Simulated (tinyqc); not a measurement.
Inside a calculation. Model: ESD clamp with bipolar snapback, compact model and design window.

Computed by the program tinyqc: `OMP_NUM_THREADS=1 python tinyqc.py 2670016 2670017 out.jsonl`, one thread of a shared Intel Xeon 2.30GHz, about 0.01 s for the whole run. Printed values are rounded.

The drain junction multiplies the current that enters it: Igen = (M - 1)(Ic + I0), M = 1/(1 - (Vj/BV)^n). The generated holes leave through the substrate resistance and the base of the parasitic npn: Igen = Vb/Rb + Ic/be, Ic = Is exp(Vb/Vt). Terminal current I = Ic + I0 + Igen and voltage V = Vj + I Ro, per width. Isothermal, constant gain.

Inputs (values chosen for the exercise); values close to those of grounded-gate n-channel clamps:
```
symbol    value    unit                               meaning
T           300       K                           temperature
BV         11.6       V            junction breakdown voltage
n           2.9                exponent of the multiplication
be          2.9             current gain of the parasitic npn
Is        5e-18    A/um                    saturation current
I0      1.8e-11    A/um                      junction leakage
Rb        17000  ohm um                  substrate resistance
Ro          400  ohm um  drain ballast and contact resistance
It2         5.8   mA/um            failure current for 100 ns
Wf           20      um                          finger width
Nf            8                             number of fingers
Lv            2      kV                human-body-model level
Vox         7.5       V    oxide breakdown voltage for 100 ns
Vdd         3.3       V                        supply voltage
```

Constants: q = 1.602176634e-19 C, kB = 1.380649e-23 J/K, Vt = kB T/q. Results are converted to the units shown.

## The snapback curve

| point | Vb (V) |
|---|---|
| 0 | 0.05 |
| 1 | 0.3 |
| 2 | 0.476 |
| 3 | 0.536 |
| 4 | 0.586 |
| 5 | 0.708 |
| 6 | 0.819 |
| 7 | 0.839 |
| 8 | 0.869 |

For given Vb: Ic, Igen, M = 1 + Igen/(Ic + I0), Vj = BV (1 - 1/M)^(1/n), I and V.

| point | Ic (uA/um) | M | Vj (V) | I (uA/um) | V (V) |
|---|---|---|---|---|---|
| 0 | 3.45886e-11 | 1.63399e5 | 11.6000 | 2.94119 | 11.6012 |
| 1 | 5.47959e-7 | 9.51430e5 | 11.6000 | 17.6471 | 11.6071 |
| 2 | 4.95927e-4 | 54483.7 | 11.5999 | 28.0007 | 11.6111 |
| 3 | 0.00505096 | 6221.44 | 11.5994 | 31.5362 | 11.6120 |
| 4 | 0.0349411 | 987.370 | 11.5959 | 34.5176 | 11.6098 |
| 5 | 3.91603 | 11.9798 | 11.2565 | 46.9135 | 11.2753 |
| 6 | 286.790 | 1.51281 | 7.98820 | 433.860 | 8.16174 |
| 7 | 621.655 | 1.42422 | 7.63981 | 885.372 | 7.99396 |
| 8 | 1983.94 | 1.37059 | 7.38911 | 2719.17 | 8.47678 |

V peaks at Vt1 = 11.61 V and falls to Vh = 7.994 V: once the npn supplies current, a small M feeds the base. At high current M tends to 1 + 1/be and Vj to BV (1 + be)^(-1/n) = 7.255 V.

## Iteration 1: base voltage at the failure current

Vb at the start = 0.78 V

I(Vb) = Ic (1 + 1/be) + I0 + Vb/Rb, I' = Ic (1 + 1/be)/Vt + 1/Rb; Newton steps on ln I: Vb(new) = Vb - ln(I/It2) I/I'. V follows from the introduction.

I = 0.131204 mA/um
V = 9.28884 V
I' = 3.35922 mS/um
Vb after iteration 1 = 0.927985 V

## Iteration 2: base voltage at the failure current

As before.

I = 26.1822 mA/um
V = 17.7431 V
I' = 1010.72 mS/um
Vb after iteration 2 = 0.888941 V

## Course of the iteration: base voltage at the failure current

Stop when Vb changes by less than 1e-10 V, or after 20 iterations. Vb must stay between 0 and 8 V.

Course of the iteration:

| iteration | Vb (V) | \|change\| (V) |
|---|---|---|
| 1 | 0.927985 | 0.148 |
| 2 | 0.888941 | 0.0390 |
| 3 | 0.888840 | 1.01e-4 |
| 4 | 0.888840 | 1.67e-9 |
| 5 | 0.888840 | < 1e-13 |

Converged in 5 iterations. At the end the number of correct digits about doubles with each step.

## Design window and human-body level

Vt1 = 11.6120 V
Vh = 7.99396 V
Vt2 = 9.63994 V

Human-body model: 100 pF through 1500 ohm, peak current about (level - Vt2)/1500 ohm, decay time 150 ns. All fingers turn on before the first fails if Vt2 > Vt1; then the clamp carries Nf Wf It2, otherwise in the worst case Wf It2. Margins: Vh - 1.1 Vdd against latching in operation, Vox - max(Vt1, Vt2) for the protected oxide.

peak current = 1.32691 A
current the clamp carries = 0.116 A
level it withstands = 0.183640 kV
holding margin = 4.36396 V
oxide margin = -4.11197 V

Uniform turn-on is not assured; the clamp fails the level. The oxide margin is negative.
